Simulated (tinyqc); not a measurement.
Nanosheet or nanowire with hard walls, valleys of the Si type: one step. Valley masses for a [100] channel. Four cases, with inputs chosen for the exercise.

Problem. Rotate w into the device axes and group equal valleys (|w_yz| counts); order by w_zz, then w_yy. 1/m_x = w_xx - w_xc w_c^-1 w_cx with c the block (y, z).

Six ellipsoidal valleys along the cube axes: inverse mass tensor w = 1/mt + (1/ml - 1/mt) a a^T with a the unit axis. Device axes: x along the channel, z = [001], y = z x x.

Give: Valleys.

Case 1.

Values chosen (out of a larger set: near those of Si; not measured data): ml = 0.921 m0 (longitudinal mass); mt = 0.19 m0 (transverse mass); channel = 100 (transport direction x on a (001) wafer).

Solution.

Valleys:
```
group  valleys g    w_yy    w_zz  |w_yz|  m_x (m0)
A              2  5.2632  1.0858  0.0000    0.1900
B              2  1.0858  5.2632  0.0000    0.1900
C              2  5.2632  5.2632  0.0000    0.9210
```

The lightest transport mass, 0.190 m0, belongs to groups A and B.

Case 2.

Values chosen (out of a larger set: near those of Si; not measured data): ml = 0.916 m0 (longitudinal mass); mt = 0.19 m0 (transverse mass); channel = 100 (transport direction x on a (001) wafer).

Solution.

Valleys:
```
group  valleys g    w_yy    w_zz  |w_yz|  m_x (m0)
A              2  5.2632  1.0917  0.0000    0.1900
B              2  1.0917  5.2632  0.0000    0.1900
C              2  5.2632  5.2632  0.0000    0.9160
```

The lightest transport mass, 0.190 m0, belongs to groups A and B.

Case 3.

Values chosen (out of a larger set: near those of Si; not measured data): ml = 0.93 m0 (longitudinal mass); mt = 0.192 m0 (transverse mass); channel = 100 (transport direction x on a (001) wafer).

Solution.

Valleys:
```
group  valleys g    w_yy    w_zz  |w_yz|  m_x (m0)
A              2  5.2083  1.0753  0.0000    0.1920
B              2  1.0753  5.2083  0.0000    0.1920
C              2  5.2083  5.2083  0.0000    0.9300
```

The lightest transport mass, 0.192 m0, belongs to groups A and B.

Case 4.

Values chosen (out of a larger set: near those of Si; not measured data): ml = 0.929 m0 (longitudinal mass); mt = 0.192 m0 (transverse mass); channel = 100 (transport direction x on a (001) wafer).

Solution.

Valleys:
```
group  valleys g    w_yy    w_zz  |w_yz|  m_x (m0)
A              2  5.2083  1.0764  0.0000    0.1920
B              2  1.0764  5.2083  0.0000    0.1920
C              2  5.2083  5.2083  0.0000    0.9290
```

The lightest transport mass, 0.192 m0, belongs to groups A and B.

Computed by tinyqc, one run a case: `OMP_NUM_THREADS=1 python tinyqc.py N N+1 out.jsonl` with N = 1281412, 1282288, 1282316, 1282330; one thread of a shared Intel(R) Xeon(R) Processor @ 2.30GHz, about 0.04 s a run at most.
